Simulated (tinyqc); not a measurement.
# Worked calculation: space-charge-limited current with shallow traps

Numbers from tinyqc (`OMP_NUM_THREADS=1 python tinyqc.py 2370090 2370091 out.jsonl`; about 0.01 s on one thread of a shared Intel Xeon 2.30GHz). Printed values are rounded.

One carrier type, drift only, an injecting contact at x = 0 (zero field) and thickness L. The share th = y/(1 + y), y = (Nc/Nt) exp(-Et/kB T), of the injected charge is free: J = q mu n F, eps0 eps_r dF/dx = q (n - n0)/th.

Parameters, values chosen for the exercise: temperature T = 250 K; relative permittivity eps_r = 12.5; mobility mu = 20 cm^2/(V s); thickness L = 3900 nm; band density of states Nc = 5.5e19 cm^-3; trap density Nt = 9.9e15 cm^-3; trap depth Et = 0.49 eV; free carrier density in equilibrium n0 = 1.7e7 cm^-3; voltage V = 4.1 V.

Constants: q = 1.602176634e-19 C, kB = 1.380649e-23 J/K, Vt = kB T/q, eps0 = 8.8541878128e-14 F/cm where lengths are in cm. Results are converted to the units shown.

Range of the model: Diffusion and a field-dependent mobility are left out. With injecting contacts the diffusion current, about 4 pi^2 Vt th eps0 eps_r mu V/L^3, equals the Mott-Gurney current at V = 35 kB T/q (0.9 V at 300 K), so the drift-only result needs V well above that.

## Limits and characteristic voltages

Ohmic J = q n0 mu V/L; Mott-Gurney J = (9/8) th eps0 eps_r mu V^2/L^3; they cross at Vx = 8 q n0 L^2/(9 th eps0 eps_r); traps fill at V_TFL = q Nt L^2/(2 eps0 eps_r).

th = 7.35804e-7
ohmic J = 5.72675e-7 A/cm^2
Mott-Gurney J = 5.19251e-6 A/cm^2
Vx = 0.452184 V
V_TFL = 108.990 V

## The exact current

Exact: with u = n0/n(L), w = -u - ln(1 - u) and v = -u - u^2/2 - ln(1 - u), V = (q n0 L^2/(th eps0 eps_r)) v/w^2 and J = q^2 n0^2 mu L/(th eps0 eps_r w). v/w^2 falls steadily with u, so u follows by bisection.

v/w^2 = 8.05965
u = 0.150625
w = 0.0126295
J = 5.62607e-6 A/cm^2
exit field over V/L = 1.47977

J is 2.4 % below the plain sum of the two limits; the exit field lies between the ohmic 1 and the Mott-Gurney 1.5.
